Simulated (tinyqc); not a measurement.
Bethe-Salpeter matrix of a two-band square lattice (Tamm-Dancoff form): one step. Exciton levels and strengths. Three cases, with inputs chosen for the exercise.

Problem. Diagonalise. For the lowest state give the amplitudes A_k (norm 1, largest positive) and f = (sum_k A_k)^2/Nk, Nk the size of the matrix.

Give: levels; amplitudes of the lowest state; f of the lowest state.

Case 1.

Values chosen: Eg = 4.6 eV (quasiparticle gap).

H (eV), lower triangle:
```
           j00        j01        j02        j10        j11        j12        j20        j21       j22
j00   4.501111
j01  -0.098889   5.341111
j02  -0.098889  -0.098889   5.341111
j10  -0.098889  -0.098889  -0.098889   5.341111
j11  -0.098889  -0.098889  -0.098889  -0.098889   6.181111
j12  -0.098889  -0.098889  -0.098889  -0.098889  -0.098889   6.181111
j20  -0.098889  -0.098889  -0.098889  -0.098889  -0.098889  -0.098889   5.341111
j21  -0.098889  -0.098889  -0.098889  -0.098889  -0.098889  -0.098889  -0.098889   6.181111
j22  -0.098889  -0.098889  -0.098889  -0.098889  -0.098889  -0.098889  -0.098889  -0.098889  6.181111
```

Solution.

levels (eV): 4.3671  5.0133  5.4400  5.4400  5.4400  6.0496  6.2800  6.2800  6.2800

amplitudes of the lowest state: j00 0.895, j01 0.194, j02 0.194, j10 0.194, j11 0.109, j12 0.109, j20 0.194, j21 0.109, j22 0.109

f of the lowest state = 0.494

The lowest state lies 0.2329 eV below the gap Eg = 4.6 eV and holds 49 % of the strength, against 11 % for one free pair. On a fine mesh the triplet and singlet bindings are 0.4705 and 0.1426 eV.

Case 2.

Values chosen: Eg = 4.6 eV (quasiparticle gap).

H (eV), lower triangle:
```
           j00        j01        j02        j10        j11        j12        j20        j21       j22
j00   4.494444
j01  -0.105556   5.304444
j02  -0.105556  -0.105556   5.304444
j10  -0.105556  -0.105556  -0.105556   5.304444
j11  -0.105556  -0.105556  -0.105556  -0.105556   6.114444
j12  -0.105556  -0.105556  -0.105556  -0.105556  -0.105556   6.114444
j20  -0.105556  -0.105556  -0.105556  -0.105556  -0.105556  -0.105556   5.304444
j21  -0.105556  -0.105556  -0.105556  -0.105556  -0.105556  -0.105556  -0.105556   6.114444
j22  -0.105556  -0.105556  -0.105556  -0.105556  -0.105556  -0.105556  -0.105556  -0.105556  6.114444
```

Solution.

levels (eV): 4.3272  4.9662  5.4100  5.4100  5.4100  5.9865  6.2200  6.2200  6.2200

amplitudes of the lowest state: j00 0.865, j01 0.218, j02 0.218, j10 0.218, j11 0.125, j12 0.125, j20 0.218, j21 0.125, j22 0.125

f of the lowest state = 0.555

The lowest state lies 0.2728 eV below the gap Eg = 4.6 eV and holds 55 % of the strength, against 11 % for one free pair. On a fine mesh the triplet and singlet bindings are 0.6631 and 0.1932 eV.

Case 3.

Values chosen: Eg = 3 eV (quasiparticle gap).

H (eV), lower triangle:
```
           j00        j01        j02        j10        j11        j12        j20        j21       j22
j00   2.884444
j01  -0.115556   3.784444
j02  -0.115556  -0.115556   3.784444
j10  -0.115556  -0.115556  -0.115556   3.784444
j11  -0.115556  -0.115556  -0.115556  -0.115556   4.684444
j12  -0.115556  -0.115556  -0.115556  -0.115556  -0.115556   4.684444
j20  -0.115556  -0.115556  -0.115556  -0.115556  -0.115556  -0.115556   3.784444
j21  -0.115556  -0.115556  -0.115556  -0.115556  -0.115556  -0.115556  -0.115556   4.684444
j22  -0.115556  -0.115556  -0.115556  -0.115556  -0.115556  -0.115556  -0.115556  -0.115556  4.684444
```

Solution.

levels (eV): 2.7055  3.4121  3.9000  3.9000  3.9000  4.5424  4.8000  4.8000  4.8000

amplitudes of the lowest state: j00 0.870, j01 0.214, j02 0.214, j10 0.214, j11 0.122, j12 0.122, j20 0.214, j21 0.122, j22 0.122

f of the lowest state = 0.546

The lowest state lies 0.2945 eV below the gap Eg = 3 eV and holds 55 % of the strength, against 11 % for one free pair. On a fine mesh the triplet and singlet bindings are 0.4349 and 0.2047 eV.

Computed by tinyqc, one run a case: `OMP_NUM_THREADS=1 python tinyqc.py N N+1 out.jsonl` with N = 1252274, 1280124, 1280311; one thread of a shared Intel(R) Xeon(R) Processor @ 2.30GHz, about 1 s a run at most.
